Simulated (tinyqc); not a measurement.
Donor in an ellipsoidal valley (Kohn-Luttinger variational method). Which input was changed? Computed by tinyqc, a small Python program. Command: `OMP_NUM_THREADS=1 python tinyqc.py 3025611 3025612 out.jsonl kohnlutt which`. One thread of a shared host (Intel(R) Xeon(R) Processor @ 2.30GHz), about 0.4 s of CPU time with the checks.

H = -(d^2/dx^2 + d^2/dy^2) - gamma d^2/dz^2 - 2/r in units built on m_t, with gamma = m_t/m_l and z along the valley axis. One valley; no valley-orbit or central-cell term.

Inputs (values chosen for the exercise, modelled on germanium): transverse mass m_t = 0.0803 m_0; longitudinal mass m_l = 1.62 m_0; dielectric constant eps = 15.3.

Constants: Ry = 13.605693123 eV; a_0 = 0.529177210903 angstrom.

Method:
- Ry* = Ry m_t/eps^2, a* = a_0 eps/m_t, gamma = m_t/m_l.
- Trial function exp(-sqrt((x^2 + y^2)/a^2 + z^2/b^2)) with beta = b/a < 1: E = t/a^2 - u/a, t = (2 + gamma/beta^2)/3, u = 2 arcsin(sqrt(1 - beta^2))/sqrt(1 - beta^2); the best a is 2 t/u and E(beta) = -u^2/(4 t).
- Golden-section search on beta from 0.05 to 0.999, 60 steps.
- Gaussian basis: g = P exp(-al (x^2 + y^2) - be z^2) with P = 1 (s-like), z (2p0) or x (2p+-); al = 0.004 x 2.6^k, k = 0..11, and be/al = 1, gamma^(-1/2) or 1/gamma (36 functions); 1/r = (2/sqrt(pi)) int exp(-t^2 r^2) dt by 48 Gauss-Legendre points after t = sqrt(al_i + al_j) tan(theta); overlap eigenvalues below 1e-10 are dropped.

Problem. One of these inputs alone was changed, within the range given: transverse mass m_t (0.04015 to 0.1606); longitudinal mass m_l (0.81 to 3.24); dielectric constant eps (7.65 to 30.6). Which one, and to what value?

Results:
```
run     2p+- binding energy (meV)  1s binding energy, trial function (meV)  2p0 binding energy (meV)
before                   1.720502                                  9.76700                  4.793947
after                    2.203432                                 12.18799                  5.697993
```

Solution.

Each candidate set to reproduce 2p+- binding energy, and what it then gives:
```
candidate                       range searched  value needed  1s binding energy, trial function (meV)  2p0 binding energy (meV)
transverse mass m_t (m_0)    0.04015 to 0.1606        0.1050                                   12.188                    5.6980
longitudinal mass m_l (m_0)       0.81 to 3.24  out of reach                                        -                         -
dielectric constant eps           7.65 to 30.6         13.52                                   12.509                    6.1396
```

Only transverse mass m_t fits every result: it went from 0.0803 to 0.105 m_0. The next best candidate, dielectric constant eps, misses one result by 7.7 %.
